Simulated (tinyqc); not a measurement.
Deep-level transient spectroscopy: two steps of the calculation.

Schottky contact on an n-type layer with shallow donors Nd (all ionised) and a donor-like deep trap, neutral when filled and positive when empty; depletion approximation. Traps within lam of the depletion edge stay filled. A long pulse to Vp fills the traps beyond x1 = Wp - lam; back at Vr those between x1 and x2 = Wr - lam emit. A rate window reads S = C(t2) - C(t1).

Parameters, values chosen for the exercise; material values close to those of gallium nitride:
- eps_r = 9.43 (relative permittivity)
- Nc = 2.26e18 cm^-3 (conduction-band density of states at 300 K)
- vth = 2.6e7 cm/s (thermal velocity at 300 K)
- Nd = 7e15 cm^-3 (shallow donor density)
- Vbi = 1.12 V (built-in voltage)
- Et = 0.59 eV (depth of the trap below the conduction edge)
- sn = 1.5e-16 cm^2 (capture cross-section)
- Nt = 1.6e14 cm^-3 (trap density)
- Vr = 5.5 V (reverse bias)
- Vp = 0 V (reverse bias during the filling pulse)
- t1 = 0.2 ms (first sampling time)
- t2 = 2 ms (second sampling time)
- T = 426 K (temperature of the transient)

Constants: q = 1.602176634e-19 C, kB = 1.380649e-23 J/K, eps0 = 8.8541878128e-14 F/cm where lengths are in cm. Results are converted to the units shown.

Task 1. Emission rate and rate window. Emission rate en = sn vth(T) Nc(T) exp(-Et/kB T) = sn g T^2 exp(-Et/kB T), g = vth Nc/(300 K)^2, as vth goes as T^0.5 and Nc as T^1.5 (degeneracy factor 1). For an exponential transient S peaks where en = ew = ln(t2/t1)/(t2 - t1).

Find: g; en; 1/en; ew.

Result 1.

g = 6.529e20 cm^-2 s^-1 K^-2
en = 1861 1/s
1/en = 0.5373 ms
ew = 1279 1/s

Task 2. Widths. lam = sqrt(2 eps0 eps_r (EF - ET)/(q Nd)), EF - ET = Et - (kB T/q) ln(Nc(T)/Nd), Nc(T) = Nc (T/300 K)^1.5. In the steady state at the band bending V, 2 eps0 eps_r V/q = Nd W^2 + Nt (W - lam)^2 (the second term only if W > lam). V = Vbi + Vr gives Wr and V = Vbi + Vp gives Wp; x1 = max(Wp - lam, 0).

Find: lam; Wr; Wp; x1; x2; G = (x2^2 - x1^2)/Wr^2.

Result 2.

lam = 231.07 nm
Wr = 986.23 nm
Wp = 407.49 nm
x1 = 176.42 nm
x2 = 755.16 nm
G = (x2^2 - x1^2)/Wr^2 = 0.55430

Computed by the program tinyqc: `OMP_NUM_THREADS=1 python tinyqc.py 2050052 2050053 out.jsonl`, one thread of a shared Intel Xeon 2.30GHz, about 0.01 s for the whole run.
